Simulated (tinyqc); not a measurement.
## Electron continuity equation in a given potential, Scharfetter-Gummel discretisation: error of the current against the mesh

Steady state in one dimension: J = q mu n E + q D dn/dx with E = -dpsi/dx and D = mu Vt, dJ/dx = 0, fixed densities nL and nR at the ends. The potential is given, psi = 0 for x < L/2 and U (2 x/L - 1) beyond, and is not changed by the electrons.

Fluxes J_i = (q D/h)(n_(i+1) P_i - n_i Q_i), d_i = (psi_(i+1) - psi_i)/Vt: Scharfetter-Gummel P = B(d), Q = B(-d), B(d) = d/(exp(d) - 1); central P = 1 - d/2, Q = 1 + d/2; upwind P = 1 + max(-d, 0), Q = 1 + max(d, 0). Balance at each inner node: J_i - J_(i-1) = 0. The reference is Scharfetter-Gummel on 4000 intervals or more. Errors are those of J on the first interval against the reference at its midpoint; errors under 1e-6 % are printed as 0.

Parameters, values chosen for the exercise; mobility close to that of silicon at room temperature:
- T = 293 K (temperature)
- mu = 1360 cm^2/(V s) (electron mobility)
- L = 12 um (length of the region)
- nL = 3.1e14 cm^-3 (density at x = 0)
- nR = 8.4e13 cm^-3 (density at x = L)
- U = 0.13 V (potential difference psi(L) - psi(0))

Constants: q = 1.602176634e-19 C, kB = 1.380649e-23 J/K, Vt = kB T/q. Results are converted to the units shown.

The same in every row: reference J (A/cm^2) = -2.379.

Error of the current against the mesh:
```
N    largest |d|  SG error (%)  central error (%)  upwind error (%)
5          2.060          6.72               6.10              8.81
10         1.030             0             0.0265            -0.253
20        0.5149             0            7.05e-3            -0.108
40        0.2574             0            1.79e-3           -0.0482
80        0.1287             0            4.48e-4           -0.0225
160      0.06436             0            1.12e-4           -0.0109
```

From N = 80 to 160 the error shrinks by 4.0 (central), 2.1 (upwind); 4 marks second order and 2 first order. At N = 5 the errors are 6.7, 6.1 and 8.8 %.

Program tinyqc, `OMP_NUM_THREADS=1 python tinyqc.py 2220005 2220006 out.jsonl`; Intel Xeon 2.30GHz, shared host, one thread, about 0.01 s.
